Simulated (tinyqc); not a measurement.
# Square on-chip spiral inductor, lumped pi model, step by step

tinyqc, about 0.01 s, one thread, Intel Xeon 2.30GHz (shared host): `OMP_NUM_THREADS=1 python tinyqc.py 2302006 2302007 out.jsonl` Printed values are rounded.

Outer diameter do = di + 2 n wd + 2 (n - 1) sp, mean da = (do + di)/2, fill p = (do - di)/(do + di), length l = 4 n da. L = 2.34 mu0 n^2 da/(1 + 2.75 p), mu0 = 4 pi 1e-7 H/m. Rs = rho l/(wd delta (1 - exp(-th/delta))), delta = sqrt(rho/(pi f mu0)). Cs = n wd^2 eps0 eo/hu across the coil. At each end Cox = l wd eps0 eo/(2 ho) leads to the substrate branch Rsi = 2 rs he/(l wd) in parallel with Csi = l wd eps0 11.7/(2 he). With one end grounded Y = 1/(Rs + i w L) + i w Cs + 1/[1/(i w Cox) + 1/(1/Rsi + i w Csi)], w = 2 pi f; Q = -Im Y/Re Y. Eddy currents in neighbouring turns and in the substrate are left out.

Parameters, values chosen for the exercise; values of the order met in silicon radio-frequency processes:

| symbol | value | unit | meaning |
|---|---|---|---|
| n | 6.5 |  | number of turns |
| wd | 10 | um | line width |
| sp | 1.5 | um | space between turns |
| di | 140 | um | inner diameter |
| th | 0.9 | um | metal thickness |
| rho | 1.9 | uohm cm | metal resistivity |
| ho | 6.1 | um | oxide below the coil |
| hu | 1 | um | oxide between coil and underpass |
| eo | 4.1 |  | relative permittivity of the oxide |
| rs | 1000 | ohm cm | substrate resistivity |
| he | 30 | um | effective spreading depth in the substrate |
| f | 1.7 | GHz | frequency |

Constants: eps0 = 8.8541878128e-12 F/m. Results are converted to the units shown.

## Geometry and model elements

do, l, L, delta, Rs, Cs, Cox, Rsi and Csi as defined.

do = 286.5 um
l = 5544.500 um
L = 13.62415 nH
delta = 1.682567 um
Rs = 15.11331 ohm
Cs = 23.59641 fF
Cox = 164.9815 fF
Rsi = 10821.53 ohm
Csi = 95.72949 fF

Rs is 1.29 times the direct-current value in this empirical form, which overstates the skin effect of a flat slab when delta is near th and so stands in for some current crowding.

## Admittance, quality factor and apparent inductance

Series branch 1/(Rs + i w L), substrate branch, total Y, Q = -Im Y/Re Y, apparent inductance Im(1/Y)/w, metal-only value w L/Rs, share of the loss in the substrate Re(substrate branch)/Re Y.

series branch = 0.706031-6.798336i mS
substrate branch = 0.0369645+0.6482953i mS
Y = 0.742996-5.897997i mS
Q = 7.938130
apparent inductance = 15.62531 nH
w L/Rs = 9.628943
share of the loss in the substrate = 4.975063 %

Q is 82.4 % of the metal-only value.
